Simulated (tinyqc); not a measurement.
Projection against the Weibull slope.

Defects are spread at random, so -ln(1 - F) is proportional to the area: t63(A2) = t63 (A1/A2)^(1/beta), and the time to the share Fp is t63(A2) (-ln(1 - Fp))^(1/beta).

Parameters, values chosen for the exercise:

| symbol | value | unit | meaning |
|---|---|---|---|
| A1 | 53 | um^2 | area of a test capacitor |
| A2 | 1.2e5 | um^2 | gate area of the product |
| Fp | 1e-6 |  | allowed share of failed products |
| t63 | 1200 | s | characteristic time of a test capacitor |

Projection against the Weibull slope:

| beta | t63 of the product (s) | time to Fp (s) | decades lost to area | decades lost to the percentile |
|---|---|---|---|---|
| 0.6 | 0.003074 | 3.074e-13 | 5.592 | 10.00 |
| 0.9 | 0.2247 | 4.840e-8 | 3.728 | 6.667 |
| 1.2 | 1.921 | 1.921e-5 | 2.796 | 5.000 |
| 1.5 | 6.959 | 6.959e-4 | 2.237 | 4.000 |
| 1.8 | 16.42 | 0.007621 | 1.864 | 3.333 |
| 2.1 | 30.31 | 0.04212 | 1.598 | 2.857 |
| 2.4 | 48.01 | 0.1518 | 1.398 | 2.500 |
| 2.7 | 68.65 | 0.4115 | 1.243 | 2.222 |
| 3 | 91.39 | 0.9139 | 1.118 | 2.000 |

Read the table: what changes, and by how much?

Both losses go as 1/beta: together 15.6 decades at beta = 0.6 and 3.12 at 3. For small Fp only the ratio Fp/A2 counts, so ten times the area costs as much as a tenth of Fp.

Numbers from tinyqc (`OMP_NUM_THREADS=1 python tinyqc.py 2070148 2070149 out.jsonl`; about 0.01 s on one thread of a shared Intel Xeon 2.30GHz).
